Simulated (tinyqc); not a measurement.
Heat flow across a film from the phonon Boltzmann equation in the relaxation-time approximation. From flux J back to film thickness L. Computed by tinyqc, a small Python program. Command: `OMP_NUM_THREADS=1 python tinyqc.py 3030817 3030818 out.jsonl slabbte inv`. One thread of a shared host (Intel(R) Xeon(R) Processor @ 2.30GHz), about 0.04 s of CPU time with the checks.

Two black walls, hot at x = 0 and cold at x = L, emit phonons isotropically. For one free path Lambda, with tau = x/Lambda, tau_L = L/Lambda and phi = (T - T_cold)/Delta T, energy balance gives phi(tau) = (1/2) [E2(tau) + int_0^tau_L phi(s) E1(|tau - s|) ds]; E_n are the exponential integrals. The flux over the ballistic flux C v Delta T/4 is psi = 1 - 2 int_0^tau_L phi(s) E2(s) ds, and kappa_eff/kappa = (3/4) tau_L psi. kappa = C v Lambda/3 is an input, so at fixed kappa a longer free path means a smaller C v.

Inputs (values chosen for the exercise, modelled on gallium nitride): bulk conductivity kappa = 189 W/(m K); wall temperature difference Delta T = 17 K; free path Lambda_1 = 110 nm; free path Lambda_2 = 1200 nm; share f_2 of kappa = 0.26.

Free-path groups: two.

Method:
- Cut the film into n equal cells with constant phi, collocated at the centres c_i: the kernel integrates to A_ij = |E2(|c_i - e_j|) - E2(|c_i - e_(j+1)|)|/2 for cell edges e_j, and A_ii = 1 - E2(half a cell); solve (1 - A) phi = E2(c)/2; psi = 1 - 2 sum_j phi_j [E3(e_j) - E3(e_(j+1))].
- Each group is solved on its own with 150 and 300 cells, psi = (4 psi(300) - psi(150))/3, and weighted by its share of kappa (f_1 is what the others leave); exchange of energy between groups inside the film is left out.
- Flux J = kappa_eff Delta T/L; apparent boundary resistance per wall (L/kappa_eff - L/kappa)/2.

Question. A run gave the result below. Find the film thickness L, known to lie between 230 and 710 nm.

flux J = 4.304366 GW/m^2

Answer.

Each step takes the trial c = (a f_b - b f_a)/(f_b - f_a), f being the result less the target and a, b, c the logarithms of the listed values; c replaces end b, the old b replaces a if the sign of f changed, and otherwise f_a is halved.

Scan of the range:
```
film thickness L (nm)  flux J (GW/m^2)
230                            6.60494
278                            5.91005
335                            5.26018
404                            4.64853
488                            4.07822
588                            3.56420
710                            3.09454
```

False position (Illinois rule, in the logarithm of the input) inside the bracket:
```
step    end a    end b    trial  flux J (GW/m^2)
1     404.000  488.000  452.782          4.29853
2     404.000  452.782  451.092          4.30973
3     452.782  451.092  451.900          4.30436
4     451.092  451.900  451.900          4.30437
```

Flux J falls at every point of a 13-point scan of the range (every second point is shown), so one value fits; it is bracketed by 404 and 488. Answer: film thickness L = 451.9 nm.
